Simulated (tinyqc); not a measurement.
What a measurement delay does to the time exponent: bias-temperature instability from a Gaussian distribution of capture and emission barriers. Computed by tinyqc, a small Python program. Command: `OMP_NUM_THREADS=1 python tinyqc.py 3028937 3028938 out.jsonl bti walk`. One thread of a shared host (Intel(R) Xeon(R) Processor @ 2.30GHz), about 0.01 s of CPU time with the checks.

Each trap has a capture time tau_0 exp(E_c/(k_B T)) under stress and an emission time tau_0 exp(E_e/(k_B T)) after it. E_c is Gaussian, and E_e = E_c + d with d Gaussian and independent. A trap counts as filled once t_s exceeds its capture time and as emptied once t_r exceeds its emission time.

Inputs (values chosen for the exercise, for a model p-channel transistor): shift with all traps filled V_max = 270 mV; mean capture barrier at zero field mu_c = 1.97 eV; spread of capture barriers sigma_c = 0.2 eV; lowering of mu_c per field k_F = 0.031 eV/(MV/cm); oxide field F = 6.9 MV/cm; mean of E_e - E_c at the stress field, delta = -0.28 eV; spread of E_e - E_c, sigma_d = 0.24 eV; time constant tau_0 = 4e-11 s; temperature T = 125 C; stress time t_s = 30000 s.

Constants: k_B = 8.617333262e-05 eV/K.

Method:
- Demarcation energies E_s = k_B T ln(t_s/tau_0), E_r = k_B T ln(t_r/tau_0); mean barrier mu = mu_c - k_F F; z = (E_s - mu)/sigma_c; Phi is the standard normal distribution.
- Temperatures in kelvin are T(C) + 273.15.
- Shift without recovery dV0 = V_max Phi(z); local time exponent n = d ln dV0/d ln t_s = (k_B T/sigma_c) exp(-z^2/2)/(sqrt(2 pi) Phi(z)); apparent activation energy n E_s.
- Remaining shift dV = V_max int_(-infinity)^(E_s) g(E_c) [1 - Phi((E_r - E_c - delta)/sigma_d)] dE_c, g the Gaussian density of E_c (Gauss-Legendre, 120 points over 7 sigma_c below E_s).
- Columns: no delay, and delays of 1 us, 1 ms and 1 s.

mean barrier mu = 1.7561 eV

Shift (mV):
```
t_s (s)     no delay        1 us        1 ms         1 s
1.00e+00  4.0026e-04  2.9529e-04  1.4705e-04  3.7664e-05
1.00e+01  2.5432e-03  2.1060e-03  1.2453e-03  4.0289e-04
1.00e+02  1.3916e-02  1.2452e-02  8.5112e-03  3.4161e-03
1.00e+03  6.5645e-02  6.1689e-02  4.7390e-02  2.3101e-02
1.00e+04  2.6731e-01  2.5862e-01  2.1722e-01  1.2554e-01
1.00e+05  9.4116e-01  9.2544e-01  8.2892e-01  5.5309e-01
1.00e+06  2.8712e+00  2.8473e+00  2.6636e+00  1.9963e+00
1.00e+07  7.6096e+00  7.5784e+00  7.2875e+00  5.9727e+00
```

Between 10 and 1000 s the apparent exponent is 0.706 without delay, 0.733 at 1 us, 0.790 at 1 ms and 0.879 at 1 s: a slow measurement loses more of a short stress than of a long one, which steepens the curve. Without delay the exponent falls from 0.803 to 0.423 over the table, so the growth is not a true power law. Caution: step-function filling and one Gaussian population are simplifications; real devices show several populations.
